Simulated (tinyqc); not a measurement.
# Avalanche multiplication and breakdown of a junction from ionisation integrals, step by step

A worked calculation. Computed by tinyqc, a small Python program that keeps every step. Command: `OMP_NUM_THREADS=1 python tinyqc.py 3005935 3005936 out.jsonl impact walk`. One thread of a shared host (Intel(R) Xeon(R) Processor @ 2.30GHz), about 0.01 s of CPU time with the checks. Intermediate numbers are printed to about 5 digits and carried at full precision; extremes and crossings named in words are read from the listed rows.

Ionisation coefficients follow the local field. Position x runs through the depletion layer from the p side (x = 0), where electrons enter, to the n side (x = w), where holes enter. The built-in voltage is neglected.

Inputs (values chosen for the exercise, modelled on InP):
```
quantity,value,unit
electron prefactor a_n,5.94e+06,1/cm
electron field b_n,3.13e+06,V/cm
hole prefactor a_p,2.01e+06,1/cm
hole field b_p,2.31e+06,V/cm
exponent c,1,-
permittivity eps,12.5,-
drift-layer mobility mu,160,cm^2/(V s)
doping N of the lightly doped side,1.2e+16,1/cm^3
bias as a fraction of the breakdown voltage,0.95,-
```

Junction: one-sided abrupt n+p.

Constants: e = 1.602176634e-19 C; eps_0 = 8.8541878128e-12 F/m.

## Breakdown

alpha_n = a_n exp(-(b_n/F)^c), alpha_p = a_p exp(-(b_p/F)^c). Field F = F_m (1 - s), w = eps eps_0 F_m/(e N), V = F_m w/2, with s = 1 - x/w (the peak lies at the n+ side). With Phi(x) = int_0^x (alpha_n - alpha_p) dx': 1 - 1/M_n = I_n = int_0^w alpha_n exp(-Phi) dx and M_p = M_n exp(-Phi(w)); trapezoid rule on 401 even points; breakdown at I_n = 1. Solve I_n(F_m) = 1.

critical field F_m = 0.53174 MV/cm

width at breakdown = 3.0610 micrometre

breakdown voltage = 81.382 V

## Coefficients at the critical field

The formulas are those given above.

alpha_n = 16495 1/cm

alpha_p = 26092 1/cm

ratio k = alpha_p/alpha_n = 1.5818

shorter ionisation length = 0.38326 micrometre

Holes ionise more readily at the peak field.

## Field and integrand below breakdown

Bias V = fraction times the breakdown voltage.

peak field = 0.51827 MV/cm

Every 50th point:
```
x (micrometre),F (MV/cm),alpha_n (1/cm),alpha_p (1/cm),Phi,I_n up to x
0.0000,0.00000,0,0,0,0
0.3729,0.06478,6.1813e-15,6.5699e-10,-6.8043e-16,4.9514e-21
0.7459,0.12957,1.9162e-04,3.6339e-02,-1.3719e-07,5.5077e-10
1.1188,0.19435,6.0194e-01,1.3846e+01,-1.0893e-04,3.7448e-06
1.4917,0.25914,3.3737e+01,2.7026e+02,-3.3888e-03,3.6156e-04
1.8647,0.32392,3.7779e+02,1.6072e+03,-2.7392e-02,6.2179e-03
2.2376,0.38870,1.8909e+03,5.2754e+03,-1.0989e-01,4.5695e-02
2.6106,0.45349,5.9739e+03,1.2330e+04,-2.9027e-01,2.1358e-01
2.9835,0.51827,1.4156e+04,2.3307e+04,-5.8186e-01,7.7967e-01
```

## Multiplication and noise

M_n = 1/(1 - I_n), M_p = M_n exp(-Phi(w)); McIntyre excess noise for the carrier with the larger M, F_x = k M + (1 - k)(2 - 1/M), with k = (smaller M - 1)/(larger M - 1).

M_n = 4.5386

M_p = 8.1213

effective k = 0.49691

excess noise factor = 4.9798

Injecting holes gives the larger gain and, at equal gain, the lower noise.

## On-resistance of the drift layer

R_on = w/(e mu N) with w the width at breakdown; figure of merit V_B^2/R_on; for a triangular field it equals eps eps_0 mu F_m^3/4.

specific on-resistance = 0.99506 milliohm cm^2

V_B^2/R_on = 6.6559 MW/cm^2

eps eps_0 mu F_m^3/4 = 6.6559 MW/cm^2

## Gain against bias and Miller's formula

Miller's exponent n is defined by 1 - 1/M = (V/V_B)^n for the larger M.

Gain:
```
V/V_B,V (V),F_m (MV/cm),M_n,M_p,Miller exponent n
0.50,40.691,0.37599,1.033,1.127,3.1463
0.60,48.829,0.41188,1.090,1.281,2.9692
0.70,56.967,0.44488,1.215,1.576,2.8230
0.80,65.106,0.47560,1.514,2.208,2.7022
0.90,73.244,0.50445,2.500,4.168,2.6035
0.95,77.313,0.51827,4.539,8.121,2.5617
0.98,79.754,0.52639,10.702,20.000,2.5390
0.99,80.568,0.52907,20.990,39.803,2.5318
```

The larger gain passes 2 between 0.700 and 0.800 of V_B and reaches 39.8 at 0.99. Miller's exponent runs from 2.5 to 3.1, so it is nearly a constant here. From the first row to the last the voltage grows by a factor 1.98 and the peak field by 1.41.

Checks made by the program: the hole form of the condition, int alpha_p exp(Phi(w) - Phi) dx = 1 (relative difference 6e-06).
